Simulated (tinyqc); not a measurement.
p-n diode, drift-diffusion by the Gummel loop with Scharfetter-Gummel fluxes: two steps of the calculation.

Abrupt junction at x = 0, p side from -Lp, n side to Ln, ohmic contacts. psi is counted from the intrinsic level; n = ni exp((psi - phin)/Vt), p = ni exp((phip - psi)/Vt). Contacts: p side psi = V - Vt ln(Na/ni), p = Na, n = ni^2/Na; n side psi = Vt ln(Nd/ni), n = Nd, p = ni^2/Nd. Constant mobilities, D = mu Vt, Boltzmann statistics, SRH recombination through a mid-gap level, U = (n p - ni^2)/(tp (n + ni) + tn (p + ni)). Current is positive from the p contact to the n contact.

Values chosen for this exercise; band and dielectric values those of a made-up semiconductor: temperature T = 275 K; acceptor density of the p side Na = 3.8e15 cm^-3; donor density of the n side Nd = 6.7e15 cm^-3; electron mobility mun = 3000 cm^2/(V s); hole mobility mup = 250 cm^2/(V s); SRH lifetime of electrons tn = 7e-7 s; SRH lifetime of holes tp = 2e-10 s; uniform generation rate G = 0 cm^-3 s^-1.

Constants: q = 1.602176634e-19 C, kB = 1.380649e-23 J/K, Vt = kB T/q. Results are converted to the units shown.

Task 1. Hole continuity. With psi and the new n held, F_i = (mup Vt/h_i) [p_(i+1) B(-d_i) - p_i B(d_i)], d_i = (psi_(i+1) - psi_i)/Vt, B(d) = d/(exp(d) - 1); solve F_i - F_(i-1) = w_i [(n_i p_i - ni^2)/den_i - G] for the new p, with den = tp (n + ni) + tn (p + ni) taken at the new n and the old p, h_i = x_(i+1) - x_i, w_i = (h_(i-1) + h_i)/2; phip = psi + Vt ln(p/ni).

```
node  x (nm)     psi (V)  new n (cm^-3)  p after Poisson (cm^-3)
0      -1400  0.02929704      18.170823                   3.8e15
1       -968  0.02929903    3.4695074e8             3.7996793e15
2       -640  0.02937324    6.1187507e8             3.7877970e15
3       -390  0.03103169    8.6421163e8             3.5317759e15
4       -200  0.05266148    2.4021833e9             1.4177353e15
5        -55  0.17428608   4.1078519e11             8.3683246e12
6         55  0.36317553   1.1893314e15              2.8196735e9
7        247  0.40261493   6.2818515e15              3.8715098e8
8        584  0.40412332   6.6947020e15              1.3320366e8
9       1170  0.40414200   6.6999805e15              2.4109576e7
10      2200  0.40414207   6.7000017e15              1.7385607e6
11      4000  0.40414206         6.7e15                10.305840
```

ni = 2.6277201e8 cm^-3

Give: new p; phip after round 2.

Result 1.

```
node  new p (cm^-3)  phip after round 2 (V)
0          3.800e15                  0.4200
1          3.800e15                  0.4200
2          3.788e15                  0.4200
3          3.532e15                  0.4200
4          1.418e15                  0.4200
5          8.368e12                  0.4200
6           2.820e9                  0.4194
7           3.871e8                  0.4118
8           1.332e8                  0.3880
9           2.410e7                  0.3475
10          1.738e6                  0.2852
11            10.31                  0.0000
```

Task 2. Recombination and current. U_i as defined. J = Jn at the p contact + Jp at the n contact + q sum w_i U_i - q G sum w_i over the inner nodes, which avoids differences of large majority fluxes: Jn = (q mun Vt/h_0)[n_1 B(d_0) - n_0 B(-d_0)], Jp = (q mup Vt/h_last)[p_(N-1) B(d_last) - p_N B(-d_last)], d_i = (psi_(i+1) - psi_i)/Vt, B(d) = d/(exp(d) - 1), w_i = (h_(i-1) + h_i)/2.

```
node  x (nm)  converged psi (V)  converged n (cm^-3)  converged p (cm^-3)
0      -1400         0.02929704            18.170823               3.8e15
1       -968         0.02929903          3.4695074e8         3.7996793e15
2       -640         0.02937324          6.1187507e8         3.7877970e15
3       -390         0.03103169          8.6421162e8         3.5317759e15
4       -200         0.05266148          2.4021832e9         1.4177353e15
5        -55         0.17428607         4.1078511e11         8.3683261e12
6         55         0.36317553         1.1893311e15          2.8196633e9
7        247         0.40261492         6.2818494e15          3.8714163e8
8        584         0.40412332         6.6946997e15          1.3318717e8
9       1170         0.40414199         6.6999784e15          2.4102097e7
10      2200         0.40414206         6.7000000e15          1.7376095e6
11      4000         0.40414206               6.7e15            10.305840
```

ni = 2.6277201e8 cm^-3

Give: U; Jn at the p contact; Jp at the n contact; recombination; generation; J.

Result 2.

U, node 0 to 11 (cm^-3 s^-1): 0  4.956e14  8.741e14  1.235e15  3.432e15  5.868e17  1.397e19  1.935e18  6.658e17  1.205e17  8.687e15  0
Jn at the p contact = 9.148e-5 A/cm^2
Jp at the n contact = 9.163e-9 A/cm^2
recombination = 4.990e-5 A/cm^2
generation = 0 A/cm^2
J = 1.414e-4 A/cm^2

Program tinyqc, `OMP_NUM_THREADS=1 python tinyqc.py 2240125 2240126 out.jsonl`; Intel Xeon 2.30GHz, shared host, one thread, about 0.2 s.
